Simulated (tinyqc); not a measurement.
Global model of a low-pressure process discharge: electron temperature, density, ion flux and ion energy: one step, computed by the program tinyqc. Command: `OMP_NUM_THREADS=1 python tinyqc.py 3110339 3110340 out.jsonl plasma walk`. One thread of a shared host (Intel(R) Xeon(R) Processor @ 2.30GHz), about 0.01 s of CPU time with the checks.

Maxwellian electrons with temperature T_e in eV, one positive ion, no negative ions, uniform bulk density n; rate constants have the Arrhenius form.

Problem. Electron temperature. Particle balance: K0 exp(-E_iz/T_e) n_g d_eff = u_B, u_B = sqrt(e T_e/M). Root found by bracketing.

Inputs (values chosen for the exercise, of the order of those of an inductive discharge in a simple atomic gas): ion mass M = 32 u; ionisation prefactor K0 = 2.2e-14 m^3/s; ionisation energy E_iz = 14.1 eV; gas temperature T_g = 500 K.

gas density n_g = 1.028502e+20 1/m^3

d_eff = 20.35576 cm

Constants: e = 1.602176634e-19 C; u = 1.6605390666e-27 kg.

Give: T_e; Bohm velocity u_B; K_iz.

Solution.

T_e = 2.7815 eV

Bohm velocity u_B = 2896.0 m/s

K_iz = 1.3833e-16 m^3/s
